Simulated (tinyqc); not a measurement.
Thermal displacements in the Debye model: Debye-Waller factors, bond-length spread and the Lindemann rule: one step, computed by the program tinyqc. Command: `OMP_NUM_THREADS=1 python tinyqc.py 3025862 3025863 out.jsonl debyewaller walk`. One thread of a shared host (Intel(R) Xeon(R) Processor @ 2.30GHz), about 0.01 s of CPU time with the checks.

A Debye spectrum with three branches of one velocity, cut at k_B Theta; 2 atoms per cube, nearest neighbours at d = 0.866025 a.

Question. Recoil-free fraction. A nucleus of this mass is supposed to emit a gamma ray of the energy chosen: recoil energy E_R = E^2/(2 M c^2), wave number k_g = E/(hbar c), recoil-free fraction f = exp(-k_g^2 <u_x^2>).

Inputs (values chosen for the exercise, modelled on molybdenum):
```
quantity                 value      unit
atomic mass M            95.95         u
Debye temperature Theta    377         K
lattice constant a       3.147  angstrom
temperature T             1600         K
Lindemann ratio x_L        0.1         -
gamma-ray energy E        23.9       keV
```

Structure: bcc.

<u_x^2> = 0.01710025 angstrom^2

Constants: e = 1.602176634e-19 C; u = 1.6605390666e-27 kg; c = 299792458 m/s; hbar = 6.582119569e-16 eV s; k_B = 8.617333262e-05 eV/K.

Give: recoil energy; k_g; recoil-free fraction f.

Answer.

recoil energy = 3.196 meV

k_g = 12.11 1/angstrom

recoil-free fraction f = 0.08138

Caution: the displacement is near or above the Lindemann value, where anharmonic terms matter.
